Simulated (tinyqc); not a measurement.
Molecular dynamics of a small cluster by velocity Verlet steps: one step, computed by the program tinyqc.

E = sum_i {sum_j A exp(-p (r_ij/r0 - 1)) - xi sqrt(rho_i)}, rho_i = sum_j exp(-2 q (r_ij/r0 - 1)); the force on i is -sum_j w_ij (R_i - R_j)/r_ij with w_ij = -(2p/r0) A exp(-p (r_ij/r0 - 1)) + (xi q/r0) exp(-2 q (r_ij/r0 - 1)) (rho_i^(-1/2) + rho_j^(-1/2)).

Question. Step 1. Velocity Verlet: a = c F/M with c = 9.648533212e-3 angstrom/fs^2 per eV/(angstrom u); R(new) = R + v dt + a dt^2/2; v(new) = v + (a + a(new)) dt/2. Kinetic energy K = M v^2/(2c); temperature T = 2K/((3N - 3) k_B), rotation of the cluster included.

Inputs (values chosen for the exercise, for model atoms):
```
quantity       value      unit
length r0       2.94  angstrom
repulsion A     0.19        eV
hopping xi      2.33        eV
decay p         11.9         -
decay q         3.36         -
atomic mass M   20.9         u
time step dt    0.78        fs
```

Potential: Gupta. Thermostat: none.

starting positions (angstrom):
```
           x      y     z
atom 1  0.01   0.02  0.04
atom 2  2.78  -0.05  0.01
atom 3  1.35   2.38  0.03
atom 4  1.35   0.77  2.22
```

starting velocities (angstrom/fs):
```
               x         y         z
atom 1   0.00019   0.00112  -0.00152
atom 2   0.00106   0.00107   0.00274
atom 3    0.0008   -0.0011   0.00041
atom 4  -0.00205  -0.00109  -0.00163
```

Constants: 1 eV/(angstrom u) = 9.648533212e-03 angstrom/fs^2; k_B = 8.617333262e-05 eV/K.

Give: positions after step 1; new forces; velocities after step 1; total energy.

Answer.

positions after step 1 (angstrom):
```
             x        y       z
atom 1  0.0102   0.0209  0.0388
atom 2  2.7806  -0.0490  0.0122
atom 3  1.3507   2.3790  0.0303
atom 4  1.3485   0.7692  2.2187
```

new forces (eV/angstrom):
```
              x        y        z
atom 1   0.5702   0.0992  -0.1995
atom 2  -1.2573   0.8563   0.4178
atom 3   0.3040  -1.0046   0.1773
atom 4   0.3830   0.0491  -0.3956
```

velocities after step 1 (angstrom/fs):
```
                 x           y           z
atom 1   0.0003989   0.0011590  -0.0015891
atom 2   0.0006045   0.0013808   0.0028931
atom 3   0.0009090  -0.0014673   0.0004761
atom 4  -0.0019125  -0.0010725  -0.0017801
```

total energy = -15.091 eV
